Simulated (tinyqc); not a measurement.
Worked calculation: inversion-layer mobility, back-scattering and ballistic limit of a field-effect transistor. Computed by tinyqc, a small Python program that keeps every step. Command: `OMP_NUM_THREADS=1 python tinyqc.py 3023364 3023365 out.jsonl mos walk`. One thread of a shared host (Intel(R) Xeon(R) Processor @ 2.30GHz), about 0.01 s of CPU time with the checks. Intermediate numbers are printed to about 5 digits and carried at full precision; extremes and crossings named in words are read from the listed rows.

The charge at the top of the source barrier is fixed by the gate; series resistance and short-channel effects are left out. F_j are Fermi integrals normalised to exp(eta) in the classical limit.

Inputs (values chosen for the exercise, modelled on a strained silicon n-channel):
```
quantity                                       value        unit
transport mass m                                0.19         m_0
valley degeneracy g_v                              2           -
weight w of the inversion charge                 0.5           -
permittivity eps                                11.7           -
phonon mobility at 1 MV/cm and 300 K, mu_ph      560  cm^2/(V s)
roughness mobility at 1 MV/cm, mu_sr            2200  cm^2/(V s)
Coulomb mobility at N_inv = 1e12/cm^2, mu_C     1100  cm^2/(V s)
electrical oxide thickness t_inv                   2          nm
depletion charge N_dep                       2.8e+11      1/cm^2
gate overdrive V_G - V_T                        0.19           V
drain voltage V_D                               0.05           V
channel length L                                 190          nm
exponent a of the critical length               0.76           -
temperature T                                    300           K
```

Statistics at the top of the barrier: Fermi-Dirac.

Constants: eps_0 = 8.8541878128e-12 F/m; e = 1.602176634e-19 C; m_0 = 9.1093837015e-31 kg; k_B = 1.380649e-23 J/K; hbar = 1.054571817e-34 J s; k_B = 8.617333262e-05 eV/K.

## Charge and field

N_inv = 3.9 eps_0 (V_G - V_T)/(e t_inv); effective field E_eff = e (N_dep + w N_inv)/(eps eps_0).

inversion density N_inv = 2.0475e+12 1/cm^2

effective field E_eff = 0.20164 MV/cm

## Effective mobility

mu_phonon = mu_ph (E_eff/1 MV/cm)^(-0.3) (T/300 K)^(-1.75); mu_rough = mu_sr (E_eff/1 MV/cm)^(-2); mu_Coulomb = mu_C (N_inv/1e12 cm^-2) (T/300 K); Matthiessen's rule adds 1/mu.

phonon part = 905.35 cm^2/(V s)

roughness part = 54110 cm^2/(V s)

Coulomb part = 2252.3 cm^2/(V s)

effective mobility mu = 638.15 cm^2/(V s)

The phonon part is the lowest and holds 70 % of 1/mu.

## Ballistic limit

F_j(eta) = (1/Gamma(j + 1)) int_0^infinity x^j/(1 + exp(x - eta)) dx, F_0 = ln(1 + exp(eta)). Integrals over x = E/(k_B T) use 160 Gauss-Legendre points in u = sqrt(x) from 0 to sqrt(max(eta, 0) + 32). Ballistic channel: N_2D = g_v m k_B T/(pi hbar^2), U = e V_D/(k_B T); eta_F solves N_inv = (N_2D/2)[F_0(eta_F) + F_0(eta_F - U)]; v_T = sqrt(2 k_B T/(pi m)); I/W = e (N_2D/2) v_T [F_1/2(eta_F) - F_1/2(eta_F - U)]; injection velocity v_T F_1/2(eta_F)/F_0(eta_F).

N_2D = 4.1037e+12 1/cm^2

eta_F = 0.25235

thermal velocity v_T = 1.2343 1e7 cm/s

injection velocity = 1.3879 1e7 cm/s

ballistic current I/W = 306.47 microampere/micrometre

Degeneracy raises the injection velocity by a factor 1.12.

## Back-scattering

Mean free path lambda = (2 k_B T/e)(mu/v_T) F_0(eta_0)/F_-1/2(eta_0), with eta_0 from N_inv = N_2D F_0(eta_0); critical length l = L (1 + U)^(-a), an empirical rule; back-scattering r = l/(l + lambda). Then eta solves N_inv = (N_2D/2)[(1 + r) F_0(eta) + (1 - r) F_0(eta - U)] and I/W = e (N_2D/2) v_T (1 - r)[F_1/2(eta) - F_1/2(eta - U)]. Ballistic ratio: I over the ballistic current. Apparent mobility 1/(1/mu + 1/mu_B), mu_B = mu L/lambda.

eta_0 = -0.43544

mean free path lambda = 29.528 nm

critical length l = 83.844 nm

back-scattering coefficient r = 0.73955

current I/W = 52.908 microampere/micrometre

ballistic ratio = 0.17264

apparent low-field mobility = 552.32 cm^2/(V s)

L/lambda = 6.43, but at this drain voltage only the first 83.8 nm can return a carrier to the source, so the device works at 17 % of its ballistic limit.

## Channel length

The last column is the long-channel law e N_inv mu V/L with V = V_D - V_D^2/(2 V_ov) below pinch-off and V_ov/2 above, V_ov = V_G - V_T.

Currents (microampere/micrometre):
```
L (nm)        r     I/W  ballistic ratio  long-channel law
5       0.06953  272.71          0.88985            1818.0
10      0.13001  245.54          0.80120             909.0
20      0.23011  204.59          0.66757             454.5
40      0.37413  153.21          0.49992             227.2
80      0.54453  101.84          0.33229             113.6
160     0.70511   60.89          0.19869              56.8
400     0.85669   27.58          0.09000              22.7
1000    0.93728   11.65          0.03800               9.1
```

The current scales as L^-0.94 at the long end and as L^-0.15 at the short end, where it reaches 89 % of the ballistic 306. The long-channel law passes the ballistic limit between 20.0 and 40.0 nm and has no meaning below. At 1000 nm the model gives 1.28 times the long-channel law; the rule for l is a fit for short devices and fails wherever the model exceeds that law. Raising mu by 10 % at 20 nm raises I by 3.1 %.

## The mobility curve

The formulas are those given above.

Mobilities (cm^2/(V s)):
```
V_G - V_T (V)  N_inv (1/cm^2)  E_eff (MV/cm)  phonon   roughness  Coulomb   total
0.03               3.2329e+11         0.0683  1252.7  4.7154e+05      356  276.83
0.06               6.4658e+11         0.0933  1140.8  2.5271e+05      711  437.35
0.12               1.2932e+12         0.1433  1003.0  1.0713e+05     1422  585.03
0.20               2.1553e+12         0.2100   894.4  4.9900e+04     2371  641.07
0.35               3.7717e+12         0.3350   777.5  1.9607e+04     4149  633.61
0.50               5.3882e+12         0.4600   706.9  1.0398e+04     5927  595.42
0.75               8.0823e+12         0.6683   632.0  4.9258e+03     8891  526.91
1.00               1.0776e+13         0.8766   582.6  2.8627e+03    11854  465.07
1.50               1.6165e+13         1.2933   518.4  1.3153e+03    17781  364.23
```

The lowest part is Coulomb from 0.0300 to 0.0600, phonon from 0.120 to 1.50 V. The total peaks at 641 near E_eff = 0.21 MV/cm: screening lifts it at low density and the field presses it down at high density.

Checks made by the program: long channel and small V_D against the drift formula e N mu V_D/L (relative difference 2e-04).
